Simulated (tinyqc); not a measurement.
# Changing the time t

Model: growth of a silicide layer between metal and silicon: linear-parabolic kinetics, ramp anneals and Kissinger analysis. Computed by tinyqc, a small Python program. Command: `OMP_NUM_THREADS=1 python tinyqc.py 3018123 3018124 out.jsonl silicide sweep`. One thread of a shared host (Intel(R) Xeon(R) Processor @ 2.30GHz), about 0.1 s of CPU time with the checks.

One compound layer of thickness x grows by diffusion through itself and reaction at an interface, dx/dt = 1/(2x/K + 1/v), until the metal is used up at x = a h.

Inputs (values chosen for the exercise, modelled on NiSi):
```
quantity                                 value    unit
metal thickness h                           13      nm
silicide formed per metal thickness a      2.2       -
prefactor of the parabolic constant K  2.3e+13  nm^2/s
activation energy E of K                  1.63      eV
prefactor of the interface velocity v  5.4e+14    nm/s
activation energy E_v                     1.79      eV
temperature T                              345       C
```

Constants: k_B = 8.617333262e-05 eV/K.

Method:
- The silicide ends at the thickness a h.
- K = K0 exp(-E/(k_B T)), v = v0 exp(-E_v/(k_B T)).
- Temperatures in kelvin are T(C) + 273.15.
- x^2/K + x/v = t, so x = (K/(2v)) [sqrt(1 + 4 v^2 t/K) - 1], capped at a h; completion time t_c = (a h)^2/K + a h/v, a h being the final thickness; crossover thickness K/v.

One run for each value:
```
time t (s)  thickness at time t (nm)
0.3                            0.305
0.95                           0.714
3                              1.501
9.5                            2.948
30                             5.539
95                            10.173
300                           18.400
950                           28.600
3000                          28.600
```

What does the table show, and why?

Over the rows, thickness at time t (nm) rises from 0.305 to 28.6, flat over part of the range. Growth is linear well below the crossover thickness K/v, would be parabolic well above it, and ends at a h = 28.6 nm.

Extremes, crossings and ranges named in words are read from the listed rows.
